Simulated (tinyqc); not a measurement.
Local against global planarity over time: chemical-mechanical planarisation: Preston law, pattern density and step-height reduction. Computed by tinyqc, a small Python program. Command: `OMP_NUM_THREADS=1 python tinyqc.py 3008839 3008840 out.jsonl cmp walk`. One thread of a shared host (Intel(R) Xeon(R) Processor @ 2.30GHz), about 0.01 s of CPU time with the checks.

A row of 8 cells, repeated periodically, holds raised features that cover a share rho of each cell.

Inputs (values chosen for the exercise, close to those used for copper polishing):
```
quantity,value,unit
Preston coefficient K,1.4e-13,1/Pa
pressure P,16,kPa
platen and carrier speed,80,rpm
distance between the centres,19,cm
initial step height h0,640,nm
contact height h_c,200,nm
film above the raised areas z0,1400,nm
cell size,2.1,mm
planarisation length,3,mm
```

local pattern densities, cell by cell: [0.2, 0.1, 0.1, 0.5, 0.6, 0.8, 0.7, 0.25]

Method:
- With equal rotation speeds the relative speed is uniform, v = omega r_c; Preston rate R0 = K P v.
- The stiff pad averages the density: rho_eff(i) = sum_j w_ij rho_j / sum_j w_ij, w = exp(-2 d^2/L^2), L the planarisation length and d the distance between cell centres, summed over all periodic images of cell j.
- While h > h_c only raised areas polish, at R0/rho_eff, until t_c = rho_eff (h0 - h_c)/R0. After that h = h_c exp(-(t - t_c)/tau), tau = rho_eff h_c/R0; low areas polish at R0 (1 - h/h_c) and raised areas at R0 [1 + (1 - rho_eff) h/(rho_eff h_c)]. Removed from raised areas after t_c: h0 - h_c + R0 (t - t_c) + (1 - rho_eff)(h_c - h); from low areas: R0 (t - t_c) - rho_eff (h_c - h). Film left = z0 less the removal from raised areas.
- Times are multiples of h0/R0; the range is the largest minus the smallest removal from raised areas.

effective densities: [0.194027, 0.127145, 0.190559, 0.436003, 0.616458, 0.727594, 0.619925, 0.338289]

blanket rate R0 = 3.56550 nm/s

Steps and range (nm):
```
multiple,t (s),largest step,smallest step,range across the row,mean removal from raised areas
0.10,17.95,552.04,145.69,407.50,224.0
0.20,35.90,464.08,11.76,500.44,390.5
0.30,53.85,376.12,0.95,485.91,502.4
0.45,80.77,244.17,0.02,450.78,635.9
0.60,107.70,128.96,0.00,419.42,749.8
0.80,143.60,53.51,0.00,398.86,887.0
1.00,179.50,22.20,0.00,390.34,1018.2
1.30,233.35,5.93,0.00,385.90,1211.6
1.70,305.15,1.02,0.00,384.57,1467.9
```

What follows from these numbers?

Local steps shrink to 1 nm or less, but the range across the row reaches up to 500.4 nm among these rows and ends at 384.6 nm, against the limit (largest - smallest rho_eff) h0 = 384.3 nm: once flat, all cells polish alike and the difference stays. Evener density (dummy fill), a longer planarisation length or a smaller initial step reduces it. Caution: in the last rows the removal passes z0 somewhere, so they describe a thicker film than the one given.

Extremes, crossings and ranges named in words are read from the listed rows.
